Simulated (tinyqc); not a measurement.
Reflectance across the plasma edge: free-carrier optics of a doped semiconductor (Drude model).

eps(E) = ei [1 - Ep^2/(E^2 + i E Gam)], with Ep^2 = 8 pi c (e^2/(4 pi eps0)) N/(m ei), c = hbar^2/2m0, N in 1/angstrom^3 (1e-24 per 1/cm^3); Gam = hbar/tau, tau = mu m m0/e with m0/e = 5.685630e-12 kg/C and mu in m^2/(V s). Energies in meV.

n + i k = sqrt(eps1 + i eps2) with k >= 0; R = ((n - 1)^2 + k^2)/((n + 1)^2 + k^2) at normal incidence from vacuum; alpha = 2 E k/(hbar c), times 1e8 for 1/cm; loss function Im(-1/eps) = eps2/(eps1^2 + eps2^2).

Constants: hbar^2/2m0 = 3.80998211 eV angstrom^2; e^2/(4 pi eps0) = 14.39964547 eV angstrom; hbar = 6.58211957e-16 eV s; hbar c = 1973.269805 eV angstrom.

Inputs chosen for the exercise (mass and dielectric values near those of Si; N and mu are free inputs; interband absorption and the rise of the mass with filling are left out; the results hold for these values, not for the real material):
- N = 1.9e+18 1/cm^3 (carrier density)
- m = 0.265 m0 (conductivity mass)
- mu = 270 cm^2/(V s) (mobility)
- ei = 11.43 (high-frequency dielectric constant)

Spectrum:

| E (meV) | eps1 | eps2 | R | alpha (1/cm) |
|---|---|---|---|---|
| 2.9 | -25.16 | 204.13 | 0.832 | 3.16e+03 |
| 8.8 | -17.71 | 53.58 | 0.734 | 5.43e+03 |
| 14.7 | -9.26 | 22.77 | 0.644 | 6.13e+03 |
| 20.6 | -2.98 | 11.32 | 0.505 | 5.66e+03 |
| 25.0 | 0.28 | 7.22 | 0.359 | 4.72e+03 |
| 29.4 | 2.65 | 4.83 | 0.234 | 3.56e+03 |
| 32.4 | 3.89 | 3.76 | 0.196 | 2.87e+03 |
| 44.1 | 6.95 | 1.64 | 0.211 | 1.38e+03 |
| 58.8 | 8.77 | 0.73 | 0.246 | 735 |
| 88.2 | 10.20 | 0.23 | 0.274 | 316 |
| 147.0 | 10.98 | 0.05 | 0.288 | 112 |

Give the missing row, E (meV) = 36.8.

Computed row:
```
E (meV)  eps1  eps2      R  alpha (1/cm)
36.8     5.31  2.69  0.189      2.11e+03
```

Ep = 29.4 meV and Gam = 16.2 meV. R is 0.832 at the lowest energy and lowest, 0.189, at 36.8 meV of those listed; without damping it would vanish at Ep sqrt(ei/(ei - 1)) = 30.8 meV. At the highest energy R is 0.288, against 0.295 for ei alone. Between the last two rows alpha goes as E^-2.03, where the Drude limit far above Ep and Gam is E^-2.

Program tinyqc; command `OMP_NUM_THREADS=1 python tinyqc.py 1652624 1652625 out.jsonl`; about 0.01 s on one thread of a shared Intel(R) Xeon(R) Processor @ 2.30GHz.
